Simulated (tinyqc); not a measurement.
# Trap and transport parameters from the curve

Inverse problem. A layer shows an ohmic current q n0 mu V/L, then a square law (9/8) th eps0 eps_r mu V^2/L^3 above Vx = 8 q n0 L^2/(9 th eps0 eps_r), and trap filling at V_TFL = q Nt L^2/(2 eps0 eps_r). th = y/(1 + y), y = (Nc/Nt) exp(-Et/kB T). The square-law current at V is given. Find th, n0, Nt and Et.

Values chosen for this exercise: temperature T = 350 K; relative permittivity eps_r = 5.8; mobility mu = 6.1 cm^2/(V s); thickness L = 3400 nm; band density of states Nc = 6.5e19 cm^-3; voltage V = 5.3 V.

Constants: q = 1.602176634e-19 C, kB = 1.380649e-23 J/K, Vt = kB T/q, eps0 = 8.8541878128e-14 F/cm where lengths are in cm. Results are converted to the units shown.

Mott-Gurney J = 3.4733030e-4 A/cm^2
Vx = 1.5808086 V
V_TFL = 142.45858 V

Solution. The square law gives th, Vx gives n0, V_TFL gives Nt, and th with Nt gives Et.

th = 1.379e-4
n0 = 6.800e9 cm^-3
Nt = 7.900e15 cm^-3
Et = 0.5400 eV

Numbers from tinyqc (`OMP_NUM_THREADS=1 python tinyqc.py 2370146 2370147 out.jsonl`; about 0.01 s on one thread of a shared Intel Xeon 2.30GHz).
